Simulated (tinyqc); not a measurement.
Weak-field and exact binding: hydrogenic impurity: series, fields, screening, photoionisation and donor-acceptor pairs. Computed by tinyqc, a small Python program. Command: `OMP_NUM_THREADS=1 python tinyqc.py 3016049 3016050 out.jsonl hydrogenic walk`. One thread of a shared host (Intel(R) Xeon(R) Processor @ 2.30GHz), about 0.01 s of CPU time with the checks.

One isotropic, parabolic band. Effective units: Ry* and a*, in which H = -nabla^2 - 2/r.

Inputs (values chosen for the exercise, modelled on AlN): electron mass m = 0.312 m_0; dielectric constant eps = 8.58; magnetic field B = 600 T.

Parts treated: magnetic field and photoionisation.

Constants: Ry = 13.605693123 eV; a_0 = 0.529177210903 angstrom; h x 1 THz = 4.135667696 meV; mu_B = 5.7883818060e-05 eV/T.

Method:
- Ry* = Ry m/eps^2, a* = a_0 eps/m; level n is bound by Ry*/n^2; <r> = (3/2) a* in 1s; lines 1s -> np at Ry* (1 - 1/n^2); 1 THz = 4.135667696 meV.
- gamma = hbar omega_c/(2 Ry*) = mu_B B/(m Ry*). For m_z = 0, H = -nabla^2 - 2/r + gamma^2 rho^2/4, and the band edge moves to gamma Ry*. Basis: exp(-al rho^2 - be z^2), al_k = 0.02 x 2.4^k + gamma/4 x c with k = 0..11, be_k = 0.02 x 2.4^k and c = 0, 0.5, 1 (36 functions). With A = al_i + al_j, B = be_i + be_j (not the field) and the common factor pi^(3/2) dropped: S = 1/(A sqrt(B)), kinetic S (4 al_i al_j/A + 2 be_i be_j/B), <rho^2> = S/A, <1/r> = (2/sqrt(pi)) atanh(u)/(A u), u = sqrt(1 - B/A), which is (2/sqrt(pi))/A when A = B; overlap eigenvalues below 1e-11 are dropped. Binding = (gamma - E) Ry*; the spin term shifts level and edge alike.
- Perturbation theory: E = -1 + gamma^2/2 - (53/96) gamma^4 Ry*.

gamma = 1.93043

Ry* = 57.6635 meV

Ground level (Ry*):
```
gamma   B (T)    basis  second order  fourth order  binding
0.19     59.1  -0.9826      -0.98195   -9.8267e-01   1.1726
0.30     93.2  -0.9584      -0.95500   -9.5947e-01   1.2584
0.48    149.2  -0.9018      -0.88480   -9.1411e-01   1.3818
0.50    155.4  -0.8944      -0.87500   -9.0951e-01   1.3944
0.70    217.6  -0.8114      -0.75500   -8.8756e-01   1.5114
0.97    301.5  -0.6783      -0.52955   -1.0183e+00   1.6483
1.00    310.8  -0.6623      -0.50000   -1.0521e+00   1.6623
1.90    590.5  -0.1118       0.80500   -6.3898e+00   2.0118
3.90   1212.2   1.3600       6.60500   -1.2112e+02   2.5400
7.70   2393.3   4.5034      28.64500   -1.9121e+03   3.1966
```

What follows from these numbers?

Second order stays within 1 % of the basis value up to gamma = 0.30 of those listed and fourth order up to 0.30; beyond, the truncated (asymptotic) series fails, while the binding keeps growing slowly, to 3.20 Ry* at gamma = 7.7. Rows above about 100 T are beyond laboratory magnets, and there polaron and band-shape effects enter. Caution: the field is beyond non-destructive laboratory magnets (about 100 T).
